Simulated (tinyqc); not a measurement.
Free and trapped electrons in a MOS channel with a dense trap tail: free and trapped charge against gate voltage.

p-type body, charge-sheet picture, full ionisation (an idealisation for deep acceptors), Boltzmann statistics for free electrons. e = Ec - EF at the surface. Acceptor-like traps of density D(E) = D0 + De exp(-E/Ew) at depth E below Ec, from 0 to Eu, hold n_t = integral of D(E)/(1 + exp((e - E)/Vt)). psi = Eg - Vt ln(Nv/Na) - e; N_dep = sqrt(2 eps0 eps_r Na (psi - Vt)/q); n_f = sqrt(N_dep^2 + 2 eps0 eps_r Vt Nc exp(-e/Vt)/q) - N_dep; Vg = Vfb + psi + q (N_dep + n_t + n_f)/Cox, Cox = eps0 eox/tox.

Free share n_f/(n_f + n_t); swing ln 10 n_f/(dn_f/dVg); field-effect mobility mf q (dn_f/dVg)/Cox, for a constant mf; oxide field q (N_dep + n_t + n_f)/(eps0 eox).

Inputs (values chosen for the exercise); band and dielectric values close to those of 4H silicon carbide: temperature T = 300 K; band gap Eg = 3.27 eV; relative permittivity eps_r = 9.58; conduction-band density of states at T Nc = 1.68e19 cm^-3; valence-band density of states at T Nv = 2.51e19 cm^-3; relative permittivity of the insulator eox = 3.9; insulator thickness tox = 34 nm; acceptor density Na = 3.2e15 cm^-3; flat-band voltage without trapped charge Vfb = -2.71 V; constant background density of acceptor-like traps D0 = 7.6e10 cm^-2 eV^-1; density of the tail at the conduction edge De = 4.3e12 cm^-2 eV^-1; decay energy of the tail Ew = 0.07 eV; depth below Ec down to which the traps reach Eu = 0.55 eV; mobility of free electrons mf = 210 cm^2/(V s).

Constants: q = 1.602176634e-19 C, kB = 1.380649e-23 J/K, Vt = kB T/q, eps0 = 8.8541878128e-14 F/cm where lengths are in cm. Results are converted to the units shown.

Results:

| Vg (V) | e (eV) | n_f (cm^-2) | n_t (cm^-2) | free share (%) | swing (mV/decade) | field-effect mobility (cm^2/(V s)) | oxide field (MV/cm) |
|---|---|---|---|---|---|---|---|
| 0.4 | 0.4140 | 8.595e5 | 1.126e10 | 0.007634 | 73.74 | 0.008892 | 0.1429 |
| 1.7 | 0.06121 | 4.124e11 | 1.798e11 | 69.64 | 1817 | 173.1 | 0.4215 |
| 2.3 | 0.03915 | 7.372e11 | 2.202e11 | 77.00 | 3050 | 184.4 | 0.5915 |
| 2.9 | 0.02358 | 1.078e12 | 2.493e11 | 81.22 | 4299 | 191.2 | 0.7634 |
| 3.6 | 0.009678 | 1.488e12 | 2.734e11 | 84.48 | 5774 | 196.5 | 0.9651 |
| 4.2 | 4.567e-5 | 1.847e12 | 2.881e11 | 86.50 | 7055 | 199.7 | 1.139 |
| 4.8 | -0.008141 | 2.211e12 | 2.991e11 | 88.08 | 8351 | 201.9 | 1.313 |
| 5.5 | -0.01635 | 2.639e12 | 3.084e11 | 89.54 | 9880 | 203.8 | 1.516 |

Estimate the missing row, Vg = 1 V.

Computed row:

| Vg (V) | e (eV) | n_f (cm^-2) | n_t (cm^-2) | free share (%) | swing (mV/decade) | field-effect mobility (cm^2/(V s)) | oxide field (MV/cm) |
|---|---|---|---|---|---|---|---|
| 1 | 0.1140 | 7.918e10 | 1.056e11 | 42.85 | 470.9 | 128.3 | 0.2311 |

With this row back in the table: n_f reaches 1e11 cm^-2 at Vg = 1.05 V, against 0.874 V without traps. The free share rises from 0.00763 to 89.5 % and the field-effect mobility rises from 0.00889 to 204 cm^2/(V s), although mf = 210 is constant: in the last row 97.0 % of Cox dVg goes into free electrons. The swing in the first row is 73.7 mV a decade (Vt ln 10 = 59.5). For Vg = 2.3, 2.9, 3.6, 4.2, 4.8, 5.5 EF lies less than 2 Vt below the band edge, or above it, where degeneracy and confinement, left out, matter.

Numbers from tinyqc (`OMP_NUM_THREADS=1 python tinyqc.py 2222108 2222109 out.jsonl`; about 0.03 s on one thread of a shared Intel Xeon 2.30GHz).
